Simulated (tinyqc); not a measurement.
Inside a calculation. Method: FCI on RHF in the sto-6g basis, for H3-, spin multiplicity 1. The basis has no diffuse functions, so it cannot describe the extra electron: this is an exercise in the method, not the real anion. One step of it, computed by the program tinyqc.

Task: Iteration 8 (converged): orbitals. Diagonalise F' = X^T F X, C = X C', fill 2 alpha and 2 beta electrons from the bottom; D = 2 C_occ C_occ^T. Each column has its largest component positive (the first on a tie).

converged F (hartree), lower triangle:
```
           1H 1s      2H 1s     3H 1s
1H 1s   0.118300
2H 1s  -0.227500   0.117351
3H 1s  -0.227500  -0.041658  0.117351
```

X:
```
               1          2         3
1H 1s   1.101059   0.000000  0.534057
2H 1s  -0.729395   0.736468  0.403093
3H 1s  -0.729395  -0.736468  0.403093
```

Give: F' = X^T F X; orbital energies; coefficients C; D after iteration 8.

Result:

F' = X^T F X (hartree), lower triangle:
```
        1       2        3
1  0.9548
2  0.0000  0.1725
3  0.0004  0.0000  -0.1376
```

orbital energies (hartree): MO1 -0.1376, MO2 0.1725, MO3 0.9548

coefficients C:
```
          MO1      MO2      MO3
1H 1s  0.5337   0.0000   1.1012
2H 1s  0.4033   0.7365  -0.7293
3H 1s  0.4033  -0.7365  -0.7293
```

D after iteration 8, lower triangle:
```
        1H 1s    2H 1s   3H 1s
1H 1s  0.5697
2H 1s  0.4305   1.4101
3H 1s  0.4305  -0.7594  1.4101
```
